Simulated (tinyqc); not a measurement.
Delta-doped layer in the Thomas-Fermi potential: one step. The Thomas-Fermi well. Five cases, with inputs chosen for the exercise.

Problem. Give K, b, e F0, z0 and the depth b/z0^4.

All donors ionised in the plane z = 0, zero temperature, energies from the Fermi level EF of the Thomas-Fermi model, which lies at the bulk band edge; c = hbar^2/2m0, q = e^2/(4 pi eps0). Layer in a (001) plane: two valleys with m_z = ml, m_d = mt (unprimed) and four with m_z = mt, m_d = sqrt(ml mt) (primed); m3 = (ml mt^2)^(1/3), gv = 6. With n = (gv/3 pi^2)(m3 (-V)/c)^(3/2) and V'' = -(4 pi q/eps) n for z > 0, the solution is V = -b/(|z| + z0)^4 with sqrt(b) = 20/K, K = (4 pi q/eps)(gv/3 pi^2)(m3/c)^(3/2), and z0^5 = 4b/(e F0), e F0 = 2 pi q N/eps; 1e13/cm^2 = 1e-3/angstrom^2. Exchange and correlation are left out.

Constants: hbar^2/2m0 = 3.80998211 eV angstrom^2; e^2/(4 pi eps0) = 14.39964547 eV angstrom.

Give: K; b; e F0; z0; depth.

Case 1.

Values chosen (near those of a delta-doped layer in Si; not measured data): ml = 0.922 m0 (longitudinal mass); mt = 0.19 m0 (transverse mass); eps = 11.7 (dielectric constant); N = 13 x 1e13/cm^2 (donor sheet density).

Solution.

K = 0.076885 eV^(-1/2) angstrom^-2
b = 67667 eV angstrom^4
e F0 = 0.10053 eV/angstrom
z0 = 19.32 angstrom
depth = 0.4856 eV

Half of the electrons lie within |z| < (2^(1/5) - 1) z0 = 2.9 angstrom. The mean donor spacing in the plane is 8.8 angstrom, against a Bohr radius 0.529177 eps/m3 = 19.2 angstrom: the orbits overlap many donors, so a smeared sheet is a fair model in the plane. Across the plane the Thomas-Fermi density is more peaked than that of the quantised subbands, the more so the fewer are filled.

Case 2.

Values chosen (near those of a delta-doped layer in Si; not measured data): ml = 0.908 m0 (longitudinal mass); mt = 0.195 m0 (transverse mass); eps = 11.5 (dielectric constant); N = 6.3 x 1e13/cm^2 (donor sheet density).

Solution.

K = 0.079669 eV^(-1/2) angstrom^-2
b = 63021 eV angstrom^4
e F0 = 0.049565 eV/angstrom
z0 = 21.94 angstrom
depth = 0.2719 eV

Half of the electrons lie within |z| < (2^(1/5) - 1) z0 = 3.3 angstrom. The mean donor spacing in the plane is 12.6 angstrom, against a Bohr radius 0.529177 eps/m3 = 18.7 angstrom: the spacing is not small against it, so the smeared sheet is a crude model.

Case 3.

Values chosen (near those of a delta-doped layer in Si; not measured data): ml = 0.941 m0 (longitudinal mass); mt = 0.196 m0 (transverse mass); eps = 11.8 (dielectric constant); N = 2.8 x 1e13/cm^2 (donor sheet density).

Solution.

K = 0.079447 eV^(-1/2) angstrom^-2
b = 63373 eV angstrom^4
e F0 = 0.021469 eV/angstrom
z0 = 25.97 angstrom
depth = 0.1394 eV

Half of the electrons lie within |z| < (2^(1/5) - 1) z0 = 3.9 angstrom. The mean donor spacing in the plane is 18.9 angstrom, against a Bohr radius 0.529177 eps/m3 = 18.9 angstrom: the spacing is not small against it, so the smeared sheet is a crude model.

Case 4.

Values chosen (near those of a delta-doped layer in Si; not measured data): ml = 0.927 m0 (longitudinal mass); mt = 0.191 m0 (transverse mass); eps = 11.5 (dielectric constant); N = 2.2 x 1e13/cm^2 (donor sheet density).

Solution.

K = 0.078847 eV^(-1/2) angstrom^-2
b = 64342 eV angstrom^4
e F0 = 0.017308 eV/angstrom
z0 = 27.19 angstrom
depth = 0.1177 eV

Half of the electrons lie within |z| < (2^(1/5) - 1) z0 = 4.0 angstrom. The mean donor spacing in the plane is 21.3 angstrom, against a Bohr radius 0.529177 eps/m3 = 18.8 angstrom: the spacing is not small against it, so the smeared sheet is a crude model.

Case 5.

Values chosen (near those of a delta-doped layer in Si; not measured data): ml = 0.895 m0 (longitudinal mass); mt = 0.193 m0 (transverse mass); eps = 11.9 (dielectric constant); N = 5.4 x 1e13/cm^2 (donor sheet density).

Solution.

K = 0.075654 eV^(-1/2) angstrom^-2
b = 69888 eV angstrom^4
e F0 = 0.041056 eV/angstrom
z0 = 23.26 angstrom
depth = 0.2387 eV

Half of the electrons lie within |z| < (2^(1/5) - 1) z0 = 3.5 angstrom. The mean donor spacing in the plane is 13.6 angstrom, against a Bohr radius 0.529177 eps/m3 = 19.6 angstrom: the spacing is not small against it, so the smeared sheet is a crude model.

Computed by tinyqc, one run a case: `OMP_NUM_THREADS=1 python tinyqc.py N N+1 out.jsonl` with N = 1251857, 1251894, 1252730, 1252778, 1280229; one thread of a shared Intel(R) Xeon(R) Processor @ 2.30GHz, about 0.2 s a run at most.
